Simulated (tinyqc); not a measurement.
Inside a calculation. Model: p-n diode with diffusion and depletion-layer recombination.

tinyqc, about 0.01 s, one thread, Intel Xeon 2.30GHz (shared host): `OMP_NUM_THREADS=1 python tinyqc.py 2260147 2260148 out.jsonl` Printed values are rounded.

Abrupt junction in the depletion approximation, low injection, full ionisation, neutral widths fixed, ohmic contact on the p side. Vj is the junction voltage; where a series resistance Rs is given, V = Vj + J Rs is the terminal voltage.

Values chosen for this exercise; band and dielectric values close to those of gallium nitride: temperature T = 300 K; band gap Eg = 3.4 eV; relative permittivity eps_r = 9.59; conduction-band density of states at T Nc = 2.34e18 cm^-3; valence-band density of states at T Nv = 4.52e19 cm^-3; acceptor density Na = 6.7e16 cm^-3; donor density Nd = 7e16 cm^-3; electron mobility in the p side mun = 650 cm^2/(V s); hole mobility in the n side mup = 23 cm^2/(V s); electron lifetime tn = 2e-9 s; hole lifetime tp = 2e-9 s; neutral width of the p side wp = 21 um; neutral width of the n side wn = 250 um; recombination velocity at the n contact Sp = 1e7 cm/s; series resistance Rs = 0.0057 ohm cm^2; trap level above the intrinsic level Et = -0.02 eV; junction voltage at which recombination is evaluated Vj = 1.9 V; terminal voltage V = 3.11 V.

Constants: q = 1.602176634e-19 C, kB = 1.380649e-23 J/K, Vt = kB T/q, eps0 = 8.8541878128e-14 F/cm where lengths are in cm. Results are converted to the units shown.

## Diffusion lengths and saturation currents

ni = sqrt(Nc Nv) exp(-Eg/(2 Vt)), Eg in volts; D = mu Vt; Ln = sqrt(Dn tn), Lp = sqrt(Dp tp); J0n = q ni^2 Dn coth(wp/Ln)/(Ln Na); J0p = (q ni^2 Dp/(Lp Nd)) (s + tanh(wn/Lp))/(1 + s tanh(wn/Lp)), s = Sp Lp/Dp.

ni = 2.840757e-10 cm^-3
Ln = 1.833238 um
Lp = 0.3448466 um
J0n = 1.768856e-50 A/cm^2
J0p = 3.184759e-51 A/cm^2

wp/Ln = 11 and wn/Lp = 720; electrons carry 84.7 % of the diffusion current.

## Recombination in the depleted layer

ni = sqrt(Nc Nv) exp(-Eg/(2 Vt)), Eg in volts. Vbi = Vt ln(Na Nd/ni^2), W = sqrt(2 eps0 eps_r (Vbi - Vj)(1/Na + 1/Nd)/q), xp = W Nd/(Na + Nd), xn = W Na/(Na + Nd); u(x) = q Na (x + xp)^2/(2 eps0 eps_r) for x < 0 and Vbi - Vj - q Nd (xn - x)^2/(2 eps0 eps_r) for x > 0; p = Na exp(-u/Vt), n = Nd exp((u - Vbi + Vj)/Vt); U = ni^2 (exp(Vj/Vt) - 1)/(tp (n + ni exp(Et/Vt)) + tn (p + ni exp(-Et/Vt))); J_scr = q times the integral of U from -xp to xn. Trapezoid rule on 15 equal steps.

W = 196.0111 nm
x, point 0 to 15 (nm): [-100.1516, -87.0842, -74.0168, -60.9494, -47.8820, -34.8146, -21.7472, -8.6798, 4.3876, 17.4550, 30.5224, 43.5898, 56.6572, 69.7246, 82.7920, 95.8594]
u, point 0 to 15 (V): [0.000000, 0.010794, 0.043174, 0.097142, 0.172698, 0.269840, 0.388570, 0.528887, 0.688303, 0.834902, 0.958948, 1.060440, 1.139379, 1.195763, 1.229594, 1.240871]
n, point 0 to 15 (cm^-3): [9.985931e-5, 1.516049e-4, 5.305018e-4, 0.004278680, 0.07953933, 3.408028, 336.5686, 76611.36, 3.650580e7, 1.059567e10, 1.285311e12, 6.516292e13, 1.380720e15, 1.222711e16, 4.525374e16, 7e16]
p, point 0 to 15 (cm^-3): [6.7e16, 4.413166e16, 1.261178e16, 1.563700e15, 8.411655e13, 1.963180e12, 1.987878e10, 8.733135e7, 1.832743e5, 631.4439, 5.205413, 0.1026746, 0.004845713, 5.471920e-4, 1.478458e-4, 9.557963e-5]
U, point 0 to 15 (cm^-3 s^-1): [49929.66, 75802.43, 2.652509e5, 2.139340e6, 3.976966e7, 1.704014e9, 1.682843e11, 3.827211e13, 9.117938e13, 3.157219e11, 2.602707e9, 5.133728e7, 2.422856e6, 2.735960e5, 73922.89, 47789.81]
J_scr = 2.720459e-11 A/cm^2

With 2000 steps J_scr = 6.832e-11 A/cm^2; the coarse value is 60 % below it. U is largest at x = 4.39 nm among these points; the peak lies where tp n = tn p. On the fine grid U peaks at 6.465e14 cm^-3 s^-1, and J_scr/(q U_max) is 3.36 % of W, the effective width of the recombining zone.

## Starting value

Vj = V/2.

Vj at the start = 1.555 V

## Iteration 1: new Vj

J0 = J0n + J0p = 2.087332e-50 A/cm^2

Diffusion current alone: J = J0 (exp(Vj/Vt) - 1), g = Vj + J Rs - V, g' = 1 + Rs J0 exp(Vj/Vt)/Vt, Vj(new) = Vj - g/g'.

J = 2.769758e-24 A/cm^2
g = -1.555 V
g' = 1
Vj after iteration 1 = 3.11 V

## Iteration 2: new Vj

As before.

J = 367.5294 A/cm^2
g = 2.094918 V
g' = 82.03503
Vj after iteration 2 = 3.084463 V

## Iteration 3: new Vj

As before.

J = 136.8647 A/cm^2
g = 0.7545922 V
g' = 31.17674
Vj after iteration 3 = 3.060259 V

## Course of the iteration

Stop when the step is below 1e-10 V, or after 80 iterations.

Course of the iteration:
```
iteration  Vj before the step (V)   step (V)
1                           1.555       1.55
2                            3.11    -0.0255
3                        3.084463    -0.0242
4                        3.060259    -0.0200
5                        3.040298    -0.0111
6                        3.029222   -2.48e-3
7                        3.026745   -9.67e-5
8                        3.026648   -1.38e-7
9                        3.026648  -2.82e-13
```

Converged in 9 iterations.
